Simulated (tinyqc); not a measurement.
Order of the levels against the shift of xy: tight-binding t2g bands of a cubic perovskite.

Orbitals yz, zx, xy (X, Y, Z below) times spin. E_xy = Dt + 2t (2 - cos x - cos y) + 2 td (1 - cos z) + 4 t2 (1 - cos x cos y) with x = kx a and so on; yz and zx follow by cyclic change, without Dt. Spin-orbit term -(Dso/3) L.sigma + Dso/3 with (L_k)_ij = -i epsilon_kij in X, Y, Z: for Dt = 0 the quartet lies at 0 and the doublet at Dso.

Constants: hbar^2/2m0 = 3.80998211 eV angstrom^2.

Inputs chosen for the exercise (of the size met in SrTiO3 and KTaO3; not measured data):

| symbol | value | unit | meaning |
|---|---|---|---|
| a | 4.027 | angstrom | lattice constant |
| t | 0.476 | eV | strong hopping |
| td | 0.051 | eV | weak hopping |
| t2 | 0 | eV | diagonal hopping in the plane of the orbital |
| Dso | 0.046 | eV | spin-orbit splitting at Gamma |

Levels at Gamma, the xy weight of the lowest pair and its mass along [100] from m/m0 = c q^2/(E(q) - E(0)), q = 0.001 (2 pi/a).

At Gamma:

| Dt (eV) | pair 1 (eV) | pair 2 (eV) | pair 3 (eV) | xy weight of pair 1 | mass (m0) |
|---|---|---|---|---|---|
| -0.30 | -0.2862 | 0.0000 | 0.0322 | 0.995 | 0.495 |
| -0.15 | -0.1375 | 0.0000 | 0.0335 | 0.984 | 0.497 |
| -0.08 | -0.0694 | 0.0000 | 0.0354 | 0.955 | 0.504 |
| -0.03 | -0.0234 | 0.0000 | 0.0394 | 0.861 | 0.526 |
| -0.01 | -0.0071 | 0.0000 | 0.0431 | 0.752 | 0.555 |
| 0.01 | 0.0000 | 0.0062 | 0.0498 | 0.000 | 0.892 |
| 0.03 | 0.0000 | 0.0151 | 0.0609 | 0.000 | 0.892 |
| 0.08 | 0.0000 | 0.0241 | 0.1019 | 0.000 | 0.892 |
| 0.15 | 0.0000 | 0.0273 | 0.1687 | 0.000 | 0.892 |

What can be read from this table?

For Dt > 0 the lowest pair is the pure yz, zx combination at 0, with mass 0.892 at Dt = 0.15 eV. For Dt < 0 it gains xy weight, 0.75 at -0.01 and 1.00 at -0.3 eV, and its mass tends to the light value 0.494; the scale of the change is Dso = 0.046 eV.

tinyqc: `OMP_NUM_THREADS=1 python tinyqc.py 1451761 1451762 out.jsonl`; about 0.01 s, one thread, shared Intel(R) Xeon(R) Processor @ 2.30GHz.
